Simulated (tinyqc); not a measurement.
Inside a calculation. Model: AlGaN/GaN HEMT with access regions, lumped model.

Numbers from tinyqc (`OMP_NUM_THREADS=1 python tinyqc.py 2570092 2570093 out.jsonl`; about 0.03 s on one thread of a shared Intel Xeon 2.30GHz). Printed values are rounded.

A polarisation-induced electron sheet under a Schottky gate, in series with two ungated access regions and contacts. Drift law v = mu E/(1 + mu E/vs) under the gate. Currents in mA/mm, resistances in ohm mm. No self-heating, no channel-length modulation; fits for polarisation, barrier and offset are chosen for the exercise.

Parameters, values chosen for the exercise; values close to those of AlGaN/GaN structures:

| symbol | value | unit | meaning |
|---|---|---|---|
| x | 0.18 |  | aluminium share of the barrier |
| d | 12 | nm | barrier thickness |
| eps_r | 9.5 |  | relative permittivity of barrier and channel |
| mu | 1500 | cm^2/(V s) | channel mobility |
| vs | 1e7 | cm/s | saturation velocity |
| Lg | 1 | um | gate length |
| Ls | 1.5 | um | source access length |
| Ld | 8 | um | drain access length |
| Rc | 0.31 | ohm mm | resistance of each contact |
| ft | 0 |  | share of the drain-access electrons removed by traps |
| Vg | 1 | V | gate voltage |
| Vd | 4 | V | drain voltage |
| Ec | 2.9 | MV/cm | critical field |
| te | 0.17 | um | depth over which the depleted charge spreads |
| tf | 50 | nm | insulator under the field plate |
| ei | 7 |  | relative permittivity of that insulator |

Constants: q = 1.602176634e-19 C, eps0 = 8.8541878128e-14 F/cm where lengths are in cm. Results are converted to the units shown.

## Polarisation charge, threshold and sheet resistance

sigma = (5e13 x + 1.6e13 x^2) cm^-2, phiB = 0.84 + 1.3 x, dEc = 0.7 (1.71 x + x^2) in volts, Cb = eps0 eps_r/d, VT = phiB - dEc - q sigma/Cb, access density n0 = -Cb VT/q. Rsh = 1/(q mu n0); largest access current q n0 vs.

sigma = 9.51840e12 cm^-2
Cb = 0.700957 uF/cm^2
VT = -1.33976 V
n0 = 5.86149e12 cm^-2
Rsh = 709.889 ohm
q n0 vs = 939.114 mA/mm

## Iteration 1: drain current

I at the start = 340 mA/mm

Access resistance R(L, n) = L/(q mu n sqrt(1 - (I/(q n vs))^2)); Rs = Rc + R(Ls, n0), Rd = Rc + R(Ld, (1 - ft) n0). Vg' = Vg - I Rs, Vd' = Vd - I (Rs + Rd); with u = Vg' - VT, Vc = vs Lg/mu and w the smaller of Vd' and Vc [sqrt(1 + 2 u/Vc) - 1] (0 if negative), the channel gives (mu Cb/Lg)(u w - w^2/2)/(1 + w/Vc). I(new) = I + 0.3 (channel current - I).

Rs = 1.45233 ohm mm
Rd = 6.40241 ohm mm
Vg' = 0.506209 V
Vd' = 1.32939 V
channel current = 566.383 mA/mm
I after iteration 1 = 407.915 mA/mm

## Iteration 2: drain current

As before.

Rs = 1.49218 ohm mm
Rd = 6.61495 ohm mm
Vg' = 0.391319 V
Vd' = 0.692984 V
channel current = 494.661 mA/mm
I after iteration 2 = 433.939 mA/mm

## Course of the iteration: drain current

Stop when I changes by less than 1e-6 mA/mm, or after 60 iterations. I must stay below q (1 - ft) n0 vs.

Course of the iteration:
```
iteration,I (mA/mm),|change| (mA/mm)
1,407.915,67.9
2,433.939,26.0
3,425.040,8.90
4,430.451,5.41
5,427.522,2.93
6,429.238,1.72
7,428.272,0.966
8,428.829,0.557
9,428.512,0.317
...,...,...
24,428.628,7.31e-5
25,428.627,4.18e-5
26,428.627,2.39e-5
27,428.627,1.37e-5
28,428.627,7.82e-6
29,428.627,4.48e-6
30,428.627,2.56e-6
31,428.627,1.46e-6
32,428.627,8.38e-7
```

Converged in 32 iterations. At the end each change is about 0.57 times the one before, with alternating sign: linear convergence. Of Vd, 12.1 % reaches the channel; the access current is 46 % of its limit.

## On-resistance and breakdown

sigma = (5e13 x + 1.6e13 x^2) cm^-2, phiB = 0.84 + 1.3 x, dEc = 0.7 (1.71 x + x^2) in volts, Cb = eps0 eps_r/d, VT = phiB - dEc - q sigma/Cb, access density n0 = -Cb VT/q. Ron = 2 Rc + Ls/(q mu n0) + Ld/(q mu (1 - ft) n0) + Lg/(mu Cb (Vg - VT)). Off state: a depleted stretch that holds the voltage V has the peak field sqrt(k V), k = 2 q n0/(eps0 eps_r te), so one edge holds V1 = Ec^2/k. The sheet under the plate pinches off at Vf = q n0 (1/Cb + tf/(eps0 ei)); beyond it the gate edge is screened. BV = V1 if Vf >= V1, else Vf + V1, and at most Ec Ld. Specific resistance Ron (Ls + Lg + Ld); figure of merit BV^2 over it.

Ron = 7.77043 ohm mm
Vf = 8.91579 V
V1 = 64.0278 V
BV = 72.9436 V
specific resistance = 0.815895 mohm cm^2
figure of merit = 6.52139 MW/cm^2

The plate raises BV by a factor of 1.14.
